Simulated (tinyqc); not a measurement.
Hot electrons in a saturated n-channel MOSFET, lucky-electron model: one step of the calculation.

Beyond pinch-off the lateral field grows as Esat cosh(y/l) over the velocity-saturated region (pseudo-two-dimensional model). Impact ionisation in this region gives the substrate current, which biases the body forward through Rsub. Currents are per width. Local-field laws: they overstate ionisation when the field peak is narrower than an energy relaxation length.

Problem. Length and field scales. Cox = 3.9 eps0/tox, l = sqrt(3 tox xj), Esat = 2 vs/mu.

Values chosen for this exercise; values close to those of silicon n-channel devices:
```
symbol,value,unit,meaning
L,0.25,um,channel length
tox,5.6,nm,oxide thickness
xj,71,nm,junction depth
mu,270,cm^2/(V s),effective mobility
vs,7.5e6,cm/s,saturation velocity
```

Constants: eps0 = 8.8541878128e-14 F/cm where lengths are in cm. Results are converted to the units shown.

Find: Cox; l; Esat; Esat L.

Solution.

Cox = 0.6166 uF/cm^2
l = 34.54 nm
Esat = 0.05556 MV/cm
Esat L = 1.389 V

Computed by the program tinyqc: `OMP_NUM_THREADS=1 python tinyqc.py 2550028 2550029 out.jsonl`, one thread of a shared Intel Xeon 2.30GHz, about 0.01 s for the whole run.
